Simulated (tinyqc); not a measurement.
Worked calculation: RKS/BLYP in the sto-3g basis, for H6, spin multiplicity 1. One step of it, computed by the program tinyqc.

Task: Iteration 6 (converged): orbitals. Diagonalise F' = X^T F X, C = X C', fill 3 alpha and 3 beta electrons from the bottom; D = 2 C_occ C_occ^T. Each column has its largest component positive (the first on a tie).

converged F (hartree), lower triangle:
```
           1H 1s      2H 1s      3H 1s      4H 1s      5H 1s      6H 1s
1H 1s  -0.143252
2H 1s  -0.180178  -0.150209
3H 1s  -0.013438  -0.098256  -0.152160
4H 1s  -0.000788  -0.013456  -0.181313  -0.152177
5H 1s  -0.000005  -0.000272  -0.013483  -0.098407  -0.150232
6H 1s   0.000000  -0.000005  -0.000790  -0.013465  -0.180181  -0.143256
```

X, lower triangle:
```
           1H 1s      2H 1s      3H 1s      4H 1s      5H 1s     6H 1s
1H 1s   1.045948
2H 1s  -0.182094   1.059764
3H 1s   0.017039  -0.101008   1.060393
4H 1s  -0.003215   0.017328  -0.184992   1.060436
5H 1s   0.000337  -0.001710   0.017349  -0.101167   1.059808
6H 1s  -0.000068   0.000336  -0.003218   0.017060  -0.182102  1.045950
```

Give: F' = X^T F X; orbital energies; coefficients C; D after iteration 6.

Result:

F' = X^T F X (hartree), lower triangle:
```
         1        2        3        4        5        6
1  -0.0930
2  -0.1513  -0.0848
3   0.0166  -0.0862  -0.0860
4  -0.0039   0.0169  -0.1542  -0.0859
5   0.0005  -0.0021   0.0169  -0.0863  -0.0848
6  -0.0001   0.0005  -0.0039   0.0166  -0.1513  -0.0930
```

orbital energies (hartree): MO1 -0.2851, MO2 -0.2507, MO3 -0.2070, MO4 -0.0154, MO5 0.0720, MO6 0.1588

coefficients C:
```
          MO1      MO2      MO3      MO4      MO5      MO6
1H 1s  0.2199   0.4040  -0.4084  -0.5093  -0.5904  -0.3757
2H 1s  0.3186   0.4387  -0.2746   0.3338   0.6349   0.5318
3H 1s  0.4297   0.1169   0.4183   0.5374  -0.1649  -0.6930
4H 1s  0.4300  -0.1164   0.4181  -0.5371  -0.1644   0.6934
5H 1s  0.3194  -0.4379  -0.2749  -0.3341   0.6340  -0.5329
6H 1s  0.2205  -0.4033  -0.4088   0.5097  -0.5895   0.3764
```

D after iteration 6, lower triangle:
```
         1H 1s    2H 1s    3H 1s    4H 1s   5H 1s   6H 1s
1H 1s   0.7568
2H 1s   0.7189   0.7388
3H 1s  -0.0583   0.1466   0.7466
4H 1s  -0.2464  -0.0577   0.6922   0.7465
5H 1s   0.0112  -0.0297  -0.0578   0.1468  0.7387
6H 1s   0.1051   0.0112  -0.2468  -0.0584  0.7188  0.7568
```
